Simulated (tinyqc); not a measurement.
Lateral drift layer with reduced surface field (RESURF), charge-sharing estimate: one step of the calculation.

A thin n layer of doping N and thickness t on a p substrate, between a p+ body and an n+ drain a distance Ld apart. The vertical junction depletes the share eta of the layer, which lowers the charge that the lateral junction sees to (1 - eta) N. Constant Ec; a one-dimensional estimate of a two-dimensional field.

Question. Surface breakdown voltage. eta = c sqrt(V); V(new) = V0/(1 - eta).

V after iteration 1 = 33.967969 V
V0 = 22.004023 V
c = 0.075091971 V^-0.5

Find: eta; V after iteration 2.

Answer.

eta = 0.43765
V after iteration 2 = 39.129 V

Computed by the program tinyqc: `OMP_NUM_THREADS=1 python tinyqc.py 2590065 2590066 out.jsonl`, one thread of a shared Intel Xeon 2.30GHz, about 0.01 s for the whole run.
